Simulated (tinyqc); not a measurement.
Strain-driven roughening and islands of a mismatched epitaxial film: one step, computed by the program tinyqc. Command: `OMP_NUM_THREADS=1 python tinyqc.py 3003833 3003834 out.jsonl island walk`. One thread of a shared host (Intel(R) Xeon(R) Processor @ 2.30GHz), about 0.01 s of CPU time with the checks.

Film and substrate share isotropic elastic constants; the film is coherent and biaxially strained.

Problem. A ripple of given wavelength. A ripple A cos(k x) has the surface chemical potential per volume [gamma k^2 - 2 (1 + nu) w k] A cos(k x), so k_c = 2 (1 + nu) w/gamma. With surface diffusion the amplitude grows at the rate q = B k^2 [2 (1 + nu) w k - gamma k^2], fastest at k_m = (3/4) k_c. B is the surface mobility. Stress at the trough = stress x (1 + 2 k A).

Inputs (values chosen for the exercise, modelled on GaN on AlN):
```
quantity,value,unit
Poisson ratio nu,0.19,-
surface energy gamma,1.76,J/m^2
surface mobility D_s nu_s Omega^2/(k_B T),7.8e-33,m^6/(J s)
initial ripple amplitude A0,0.15,nm
ripple wavelength over the critical one,2.4,-
```

Transport: surface diffusion.

k_c = 0.2607866 1/nm

energy density w = 192.8506 MJ/m^3

growth time 1/q at k_m = 0.1493234 s

Give: k; rate q; q over the largest rate; stress concentration at A0.

Solution.

k = 0.10866 1/nm

rate q = 2.6794 1/s

q over the largest rate = 0.40009

stress concentration at A0 = 1.0326

The ripple grows.
